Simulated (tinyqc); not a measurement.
Extended Hueckel theory, for H4-, step by step. The parameters take no account of the charge, which enters only through the electron count, and nothing here shows that the anion is bound. One step of it, computed by the program tinyqc.

Question. Orbitals. Solve H C = S C e through S^(-1/2); fill by pairs from the bottom, a degenerate level sharing its electrons equally; each orbital has its largest coefficient positive (the first on a tie).

H (eV), order 1H 1s, 2H 1s, 3H 1s, 4H 1s:
$$\begin{pmatrix}
-13.600000 & -17.736888 & -3.016553 & -0.842840 \\
-17.736888 & -13.600000 & -9.270508 & -3.016553 \\
-3.016553 & -9.270508 & -13.600000 & -17.736888 \\
-0.842840 & -3.016553 & -17.736888 & -13.600000
\end{pmatrix}$$

overlap S, order 1H 1s, 2H 1s, 3H 1s, 4H 1s:
$$\begin{pmatrix}
1.000000 & 0.652091 & 0.110903 & 0.030987 \\
0.652091 & 1.000000 & 0.340827 & 0.110903 \\
0.110903 & 0.340827 & 1.000000 & 0.652091 \\
0.030987 & 0.110903 & 0.652091 & 1.000000
\end{pmatrix}$$

valence electrons = 5

Give: orbital energies; occupations; coefficients; sum of one-electron energies.

Answer.

orbital energies (eV): [-20.2770, -17.3236, 6.1870, 26.9473]

occupations: [2.0000, 2.0000, 1.0000, 0.0000]

coefficients, order 1H 1s, 2H 1s, 3H 1s, 4H 1s:
$$\begin{pmatrix}
0.3193 & 0.4812 & 0.8578 & -0.8494 \\
0.3906 & 0.3628 & -0.7011 & 1.1266 \\
0.3906 & -0.3628 & -0.7011 & -1.1266 \\
0.3193 & -0.4812 & 0.8578 & 0.8494
\end{pmatrix}$$

sum of one-electron energies = -69.0142 eV
